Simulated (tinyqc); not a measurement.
What the excited states change: donors on two lattice sites with valley-orbit split states.

Each donor binds at most one electron, in any of its states. For a site s, W_s = sum over its states of g exp(E/kT), and the ionised share is 1/(1 + W_s exp(eta)), eta = (EF - Ec)/kT; n = Nc F_1/2(eta); neutrality n + NA = ND x (mean ionised share, the two sites in equal numbers); holes are neglected. Nc from N = 2 (m kB T/(4 pi c))^(3/2) with c = hbar^2/2m0, in 1/angstrom^3; times 1e24 for 1/cm^3, m = md. F_j(eta) = (1/Gamma(j + 1)) integral_0^infinity x^j dx/(1 + exp(x - eta)), which tends to exp(eta) for eta << 0.

Constants: hbar^2/2m0 = 3.80998211 eV angstrom^2; kB = 8.617333262e-05 eV/K.

Values chosen for the exercise (near those of nitrogen in 4H-SiC; the results hold for these values, not for the real material): md = 0.832 m0 (density-of-states mass of the conduction band); E = (65.6, 58.3, 120.6, 71.7) meV (binding energies of h ground, h excited, k ground, k excited); g = (2, 4, 2, 4) (their degeneracies with spin); ND = 5.2e+18 1/cm^3 (donors, half on each site); NA = 1.2e+18 1/cm^3 (compensating acceptors, all ionised).

The last columns keep only the ground state of each site (g = 2).

Results:
```
T (K)  effective degeneracy, h site     eta  n (1/cm^3)  n, ground states only  ratio
40                             2.48  -19.79    2.37e+09               2.94e+09  0.806
60                             2.97  -13.62    2.06e+12               3.07e+12  0.672
80                             3.39  -10.58    6.67e+13               1.13e+14  0.591
110                            3.85   -8.10    1.29e+15               2.45e+15  0.525
150                            4.27   -6.30    1.23e+16               2.48e+16  0.498
200                            4.62   -5.04    6.67e+16               1.27e+17  0.525
250                            4.85   -4.34    1.88e+17               3.26e+17  0.577
400                            5.24   -3.58    8.09e+17               1.18e+18  0.685
500                            5.38   -3.48    1.25e+18               1.74e+18  0.719
```

Give the missing row, T (K) = 300.

Computed row:
```
T (K)  effective degeneracy, h site    eta  n (1/cm^3)  n, ground states only  ratio
300                            5.02  -3.94    3.69e+17               5.90e+17  0.625
```

The effective degeneracy grows from 2.48 to 5.38. Excited states hold electrons back, so the ratio is never above 1; it is lowest, 0.498, at 150 K of those listed, and 0.625 at 300 K. At low T the excited states empty out, and at high T more donors are ionised (n is 31 % of ND - NA in the last row), so the effect is largest in between.

Program tinyqc; command `OMP_NUM_THREADS=1 python tinyqc.py 1682017 1682018 out.jsonl`; about 0.01 s on one thread of a shared Intel(R) Xeon(R) Processor @ 2.30GHz.
